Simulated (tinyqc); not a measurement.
Kinetic Monte Carlo and master equation for a particle on a ring of sites with traps and bias: one step, computed by the program tinyqc. Command: `OMP_NUM_THREADS=1 python tinyqc.py 3000542 3000543 out.jsonl kmc walk`. One thread of a shared host (Intel(R) Xeon(R) Processor @ 2.30GHz), about 0.09 s of CPU time with the checks.

6 sites on a ring, numbered 1 to 6. The saddle between i and i+1 lies at E0 + s b_i and site i at s eps_i; a force F tilts the landscape, with the saddle half-way.

Question. Closed form at zero force. At zero force D0 = a^2 nu exp(-E0/(k_B T)) / [<exp(-s eps/(k_B T))> <exp(s b/(k_B T))>], with means over the ring; Einstein relation v = D0 F/(k_B T); 1 angstrom = 1e-8 cm.

Inputs (values chosen for the exercise, for a model defect): reference barrier E0 = 0.68 eV; scale factor s of the disorder = 1; attempt frequency nu = 1.8 THz; temperature T = 650 K; site spacing a = 2 angstrom; force F along the ring = 0.019 eV/angstrom.

Disorder: random barriers.

site energies eps_i (eV): [0, 0, 0, 0, 0, 0]

saddle shifts b_i between sites i and i+1 (eV): [-0.0096, -0.023, 0.051, -0.082, 0.077, 0.019]

Constants: k_B = 8.617333262e-05 eV/K.

Give: zero-force diffusivity D0; D0 over the value without disorder; Einstein drift.

Answer.

zero-force diffusivity D0 = 2.408e-09 cm^2/s

D0 over the value without disorder = 0.6263

Einstein drift = 0.08169 cm/s
